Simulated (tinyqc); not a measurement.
Estimate of lattice thermal conductivity from elastic moduli (Slack, Klemens and Cahill formulas). Changing the grain size d. Computed by tinyqc, a small Python program. Command: `OMP_NUM_THREADS=1 python tinyqc.py 3008266 3008267 out.jsonl slack sweep`. One thread of a shared host (Intel(R) Xeon(R) Processor @ 2.30GHz), about 0.01 s of CPU time with the checks.

An isotropic solid.

Inputs (values chosen for the exercise, for a model crystal): bulk modulus B = 135 GPa; shear modulus G = 96.3 GPa; volume per atom V = 18.7 angstrom^3; mean atomic mass M = 88.6 u; atoms per primitive cell n = 10; temperature T = 900 K; disorder parameter Gamma = 0.0003.

Grueneisen parameter: from the Poisson ratio.

Constants: u = 1.6605390666e-27 kg; hbar = 1.054571817e-34 J s; k_B = 1.380649e-23 J/K; h = 6.62607015e-34 J s.

Method:
- rho = M/V; vL = sqrt((B + 4G/3)/rho), vT = sqrt(G/rho); v_m = [(vL^-3 + 2 vT^-3)/3]^(-1/3); Poisson ratio sigma = (3B - 2G)/(6B + 2G); Theta = hbar v_m (6 pi^2/V)^(1/3)/k_B.
- Empirical rule gamma = (3/2) (1 + sigma)/(2 - 3 sigma).
- Slack, an estimate for T near or above Theta_a: kappa = A M Theta_a^3 delta n^(1/3)/(gamma^2 T) in W/(m K), with M in u, delta = V^(1/3) in angstrom, Theta_a = Theta n^(-1/3) and A = 2.43e-6/(1 - 0.514/gamma + 0.228/gamma^2).
- High-temperature forms with the classical heat capacity. Klemens: kappa/kappa_0 = arctan(u)/u, u^2 = pi^2 Theta V Gamma kappa_0/(h v_m^2). Grains: 1/kappa_poly = 1/kappa + 1/(C v_m d/3), C = 3 k_B/(n V), the acoustic branches alone.
- Cahill minimum: kappa_min = (pi/6)^(1/3) k_B V^(-2/3) sum over L, T, T of v (T/Theta_i)^2 int_0^(Theta_i/T) x^3 e^x/(e^x - 1)^2 dx, Theta_i = Theta v_i/v_m (64 Gauss-Legendre points).
- Its high-temperature limit is (1/2) (pi/6)^(1/3) k_B V^(-2/3) (vL + 2 vT).

One run for each value:
```
grain size d (nm)  kappa of the polycrystal (W/(m K))  grain-boundary limit (W/(m K))  kappa_poly/kappa_min
5                                               1.221                       1.428e+00                 1.226
20                                              3.402                       5.711e+00                 3.417
50                                              5.294                       1.428e+01                 5.318
200                                             7.334                       5.711e+01                 7.367
500                                             7.946                       1.428e+02                 7.982
2000                                            8.292                       5.711e+02                 8.330
5000                                            8.365                       1.428e+03                 8.403
20000                                           8.402                       5.711e+03                 8.440
50000                                           8.409                       1.428e+04                 8.447
```

What does the table show, and why?

Over the rows, kappa of the polycrystal (W/(m K)) rises from 1.22 to 8.41 (exponent d ln y / d ln x 0.74 between the first rows and 9.6e-4 between the last); grain-boundary limit (W/(m K)) rises from 1.43 to 14300 (exponent d ln y / d ln x about 1.00 throughout); kappa_poly/kappa_min rises from 1.23 to 8.45 (exponent d ln y / d ln x 0.74 between the first rows and 9.6e-4 between the last). At the high end the exponent of kappa of the polycrystal is 0.00, close to 0: grains are larger than the free path. The two resistivities add, so grains matter once the boundary limit, proportional to d, falls to the size of kappa with point defects.

Caution (rows 5.00): the estimate comes near or below kappa_min; the free path cannot fall under half a wavelength, so the true value levels off near kappa_min.
